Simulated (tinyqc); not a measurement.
# Worked calculation: floating body of a partially depleted SOI transistor: body voltage and kink

Program tinyqc, `OMP_NUM_THREADS=1 python tinyqc.py 2182045 2182046 out.jsonl`; Intel Xeon 2.30GHz, shared host, one thread, about 0.2 s. Printed values are rounded.

Source at 0 V. Channel current Ic = 2 nf K Vt^2 [F(0) - F(Vd)](1 + la Vd), F(V) = ln^2(1 + exp((Vg - VT - nf V)/(2 nf Vt))), VT = VT0 - gb Vb. Saturation voltage Vs = 2 Vt sqrt(F(0)) + 3 Vt, excess Ve = (Vd - Vs + sqrt((Vd - Vs)^2 + 0.0004 V^2))/2, multiplication M1 = Ai Ve exp(-Bl/Ve). Each junction passes D(v) = J1 (exp(v/Vt) - 1) + J2 (exp(v/(2 Vt)) - 1). Bipolar current Ib = bb J1 (exp(Vb/Vt) - 1). The body settles where M1 (Ic + Ib) = D(Vb) + D(Vb - Vd) + Vb/Rb; drain current Id = (1 + M1)(Ic + Ib) - D(Vb - Vd).

Values chosen for this exercise; values of the order met in partially depleted silicon-on-insulator transistors:
- T = 300 K (temperature)
- VT0 = 0.43 V (threshold at zero body voltage)
- gb = 0.26 (fall of the threshold per volt of body voltage)
- nf = 1.24 (slope factor)
- K = 400 uA/(V^2 um) (gain factor per width)
- la = 0.07 1/V (channel-length modulation factor)
- Ai = 1.13 1/V (impact-ionisation prefactor)
- Bl = 8.6 V (impact-ionisation voltage)
- J1 = 1.4e-13 uA/um (diffusion saturation current of each junction)
- J2 = 2.5e-9 uA/um (recombination saturation current of each junction)
- bb = 0.5 (gain of the lateral bipolar transistor on the diffusion current)
- Rb = 1e9 kohm um (resistance of a weak body tie to the source (1e9 stands for no tie, and the term is then dropped))
- Vg = 1.02 V (gate voltage)
- Vd = 2 V (drain voltage)

Constants: q = 1.602176634e-19 C, kB = 1.380649e-23 J/K, Vt = kB T/q. Results are converted to the units shown.

Range of the model: The multiplication law is an empirical form chosen for the exercise; self-heating and capacitive coupling to the body are left out, and the linear laws are rough once Vb passes about 0.7 V or M1 about 0.1.

## Starting value

Vb = 0.82 V.

Vb at the start = 0.82 V

## Iteration 1: new Vb

Current into the body I_in = M1 (Ic + Ib) - D(Vb - Vd), current out I_out = D(Vb) + Vb/Rb; f = ln(I_in/I_out), s = df/dVb by central differences over 1e-5 V, Vb(new) = Vb - f/s.

Ic = 118.6208 uA/um
Ve = 1.274780 V
M1 = 0.001692973
I_in = 0.2078873 uA/um
I_out = 8.366137 uA/um
f = -3.694951
s = -37.97105 1/V
Vb after iteration 1 = 0.7226903 V

## Iteration 2: new Vb

As before.

Ic = 111.2655 uA/um
Ve = 1.295183 V
M1 = 0.001912927
I_in = 0.2130279 uA/um
I_out = 0.1964884 uA/um
f = 0.08081958
s = -38.92765 1/V
Vb after iteration 2 = 0.7247665 V

## Iteration 3: new Vb

As before.

Ic = 111.4200 uA/um
Ve = 1.294747 V
M1 = 0.001908020
I_in = 0.2127916 uA/um
I_out = 0.2127938 uA/um
f = -1.023861e-5
s = -38.93740 1/V
Vb after iteration 3 = 0.7247662 V

## Course of the iteration

Stop when the step is below 1e-10 V, or after 40 iterations.

Course of the iteration:
```
iteration  Vb before the step (V)  step (V)
1                            0.82   -0.0973
2                       0.7226903   2.08e-3
3                       0.7247665  -2.63e-7
4                       0.7247662   < 1e-14
```

Converged in 4 iterations.

## Drain current with floating and with grounded body

converged Vb = 0.7247662 V

Id and VT at the converged Vb, Id at Vb = 0, their ratio, and the bipolar share Ib/(Ic + Ib).

VT = 0.2415608 V
Id, floating = 111.7376 uA/um
Id, grounded = 64.28104 uA/um
ratio = 1.738267
bipolar share = 0.09402918 %

The body rises to 0.725 V and lowers the threshold by 188 mV.
